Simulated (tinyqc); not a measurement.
Adsorption as a lattice gas: isotherms with interactions, competition, desorption peaks and saturation dose: one step, computed by the program tinyqc. Command: `OMP_NUM_THREADS=1 python tinyqc.py 3017497 3017498 out.jsonl adsorb walk`. One thread of a shared host (Intel(R) Xeon(R) Processor @ 2.30GHz), about 0.2 s of CPU time with the checks.

One adsorbate per site; a molecule needs 2 empty sites. Gas and surface have the same temperature.

Task: Coverage with interactions. With u = w/(k_B T). Mean field: theta/(1 - theta) = y exp(-z u theta). Quasi-chemical: theta/(1 - theta) = y [(r - 1 + 2 theta)(1 - theta)/((r + 1 - 2 theta) theta)]^(-z/2) exp(-z u/2), r = sqrt(1 - 4 theta (1 - theta)(1 - exp(-u))).

Inputs (values chosen for the exercise, for a model surface): pair energy w (positive repels) = -0.051 eV; neighbours z = 4; temperature T = 641 K.

Adsorption: dissociative (second order).

y = 0.2477251

Constants: k_B = 8.617333262e-05 eV/K.

Give: u; coverage, mean field; coverage, quasi-chemical.

Result:

u = -0.9233

coverage, mean field = 0.8522

coverage, quasi-chemical = 0.8040
